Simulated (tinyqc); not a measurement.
MOS structure on a p-type body with a doping step, non-linear Poisson equation by Newton steps: charge and capacitance against gate voltage.

One dimension, insulator interface at x = 0, acceptor density N1 for x < x1 and Na beyond, net doping C = -(acceptor density). psi is counted from the intrinsic level: n = ni exp((psi - Vb)/Vt), p = ni exp(-psi/Vt); deep in the body psi_b = -Vt ln(Na/ni). The gate acts through Cox = eps0 eox/tox and has the potential psi_G = Vg - (phiM - chi - Vt ln(Nc/ni)). Boltzmann statistics, full ionisation, classical densities, no oxide or interface charge. Acceptors in real wide-gap material are deep and only partly ionised in the neutral body.

ni = sqrt(Nc Nv) exp(-Eg/(2 Vt)), Eg in volts. The Poisson equation d/dx(eps0 eps_r dpsi/dx) = -q (p - n + C), with eps0 eps_r dpsi/dx = -Cox (psi_G - psi_0) at x = 0, is solved on a mesh of about 600 nodes or more. N_inv is the integral of n less its value deep in the body. C_LF = Cox (1 - dpsi_0/dVg) with all carriers following; C_HF is the same with the electron quasi-Fermi level shifting uniformly so that N_inv stays fixed. The centroid is that of the same excess.

Inputs (values chosen for the exercise); band and dielectric values close to those of 4H silicon carbide:
```
symbol,value,unit,meaning
T,350,K,temperature
Eg,3.28,eV,band gap
eps_r,9.68,,relative permittivity
Nc,2.15e19,cm^-3,conduction-band density of states at T
Nv,3.19e19,cm^-3,valence-band density of states at T
chi,3.61,eV,electron affinity
Na,8.8e16,cm^-3,acceptor density deep in the body
eox,3.9,,relative permittivity of the gate insulator (close to silicon dioxide)
tox,6,nm,insulator thickness
phiM,4.01,eV,gate work function
Vb,0,V,electron quasi-Fermi potential against the body
x1,120,nm,depth of the doping step
N1,4.4e17,cm^-3,acceptor density above the step
```

Constants: q = 1.602176634e-19 C, kB = 1.380649e-23 J/K, Vt = kB T/q, eps0 = 8.8541878128e-14 F/cm where lengths are in cm. Results are converted to the units shown.

Charge and capacitance against gate voltage:
```
Vg (V)  psi_0 - psi_b (V)  N_inv (cm^-2)  C_LF/Cox  C_HF/Cox  centroid (nm)
1.03                 2.73         4.34e6     0.154     0.154          0.453
1.15                 2.83         1.24e8     0.153     0.152          0.445
1.27                 2.93         3.48e9     0.172     0.149          0.437
1.39                 3.02        6.31e10     0.427     0.148          0.429
1.5                  3.07        2.70e11     0.719     0.147          0.420
1.62                 3.09        5.97e11     0.840     0.146          0.410
1.74                 3.11        9.63e11     0.890     0.146          0.400
1.86                 3.12        1.35e12     0.916     0.146          0.391
1.97                 3.13        1.71e12     0.931     0.146          0.382
2.09                 3.14        2.11e12     0.941     0.146          0.374
2.21                 3.14        2.51e12     0.949     0.146          0.366
```

What does the table show?

N_inv goes from 4.34e6 to 2.51e12 cm^-2 and passes 2e11 cm^-2 at Vg = 1.47 V. Below threshold it takes 82.8 mV a decade between Vg = 1.15 and 1.27 V, against Vt ln 10 = 69.4 mV. C_LF/Cox is lowest, 0.153, at Vg = 1.15 V among the rows listed and ends at 0.949, while C_HF/Cox ends at 0.146. Between the last two rows q dN_inv/dVg is 0.940 Cox. Where the classical centroid is under about 2 nm, confinement would move the charge away from the interface and raise the threshold. Above about 2e12 cm^-2 degeneracy matters too.

Program tinyqc, `OMP_NUM_THREADS=1 python tinyqc.py 2080137 2080138 out.jsonl`; Intel Xeon 2.30GHz, shared host, one thread, about 0.6 s.
